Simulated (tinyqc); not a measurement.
Frenkel-Kontorova chain: a misfit dislocation (kink) in a monolayer on a periodic substrate: one step, computed by the program tinyqc. Command: `OMP_NUM_THREADS=1 python tinyqc.py 3027668 3027669 out.jsonl fkchain walk`. One thread of a shared host (Intel(R) Xeon(R) Processor @ 2.30GHz), about 0.01 s of CPU time with the checks.

E = sum_j [(k/2)(x_(j+1) - x_j - b)^2 + (W/2)(1 - cos(2 pi x_j/a))], x_j = a (j + u_j). A kink takes u from 0 to 1: the chain is stretched by one period and has one atom fewer than wells.

Problem. Start between two atoms. Discrete chain at f = 0, ends held at u = 0 and 1: E = (k a^2/2) sum (u_(j+1) - u_j)^2 + (W/2) sum (1 - cos 2 pi u_j), gradient g_j = k a^2 (2 u_j - u_(j-1) - u_(j+1)) + pi W sin(2 pi u_j), Hessian 2 k a^2 + 2 pi^2 W cos(2 pi u_j) on the diagonal and -k a^2 beside it. Free atoms j = -n..n-1 start from the continuum shape centred half-way, at j + 1/2.

Inputs (values chosen for the exercise, for a model overlayer):

| quantity | value | unit |
|---|---|---|
| spring constant k | 1.83 | eV/angstrom^2 |
| substrate period a | 4.13 | angstrom |
| corrugation W | 1.09 | eV |
| atoms on each side n | 9 | - |

kink width l0 = 3.783967

Give: u at the start; E at the start; gradient.

Solution.

u at the start: 0.0005  0.0013  0.0029  0.0066  0.0152  0.0348  0.0795  0.1784  0.3715  0.6285  0.8216  0.9205  0.9652  0.9848  0.9934  0.9971  0.9987  0.9995

E at the start = 5.202 eV

gradient (eV): 0.0068  -0.0016  -0.0036  -0.0083  -0.0188  -0.0398  -0.0544  0.1456  0.4790  -0.4790  -0.1456  0.0544  0.0398  0.0188  0.0083  0.0036  0.0016  -0.0068

Caution: a corrugation above 1 eV is larger than real overlayers usually show; it is chosen to keep the kink narrow.
